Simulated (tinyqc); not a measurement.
A ladder of methods, and size consistency: correlation methods against full CI in the sto-3g basis, for H4, spin multiplicity 1. Computed by the program tinyqc with PySCF. All electrons correlated; +Q is the Davidson correction (1 - c0^2) E_corr. The last columns treat two copies 100 angstrom apart as one system. FCI is the lowest singlet.

Geometry (angstrom):

| atom | x | y | z |
|---|---|---|---|
| H | 0.0000 | 0.0000 | 0.0000 |
| H | 0.0000 | 0.0000 | 0.7140 |
| H | 0.0000 | 1.2560 | 0.0000 |
| H | 0.0000 | 1.2560 | 0.7140 |

RHF energy of one = -2.087820 hartree

Correlation energies (hartree):

| method | E_corr of one | share of FCI (%) | E_corr of two at 100 angstrom | two minus twice one (mhartree) |
|---|---|---|---|---|
| MP2 | -0.02963 | 65.095 | -0.05926 | 0.000 |
| CISD | -0.04493 | 98.719 | -0.08754 | 2.323 |
| CISD+Q | -0.04616 | 101.412 | -0.09195 | 0.368 |
| CCSD | -0.04551 | 99.982 | -0.09101 | 0.000 |
| CCSD(T) | -0.04551 | 99.982 | -0.09101 | 0.000 |
| FCI | -0.04552 | 100.000 | - | - |

What does the comparison show, and why?

MP2 recovers 65 %, CISD 98.7 % and CCSD 100.0 % of the FCI value (c0^2 = 0.973 in CISD). MP2 and coupled cluster are size consistent, so their last column vanishes; CISD loses 2.32 mhartree, since a double excitation on each copy is a quadruple of the pair, and the Davidson correction leaves +0.37.
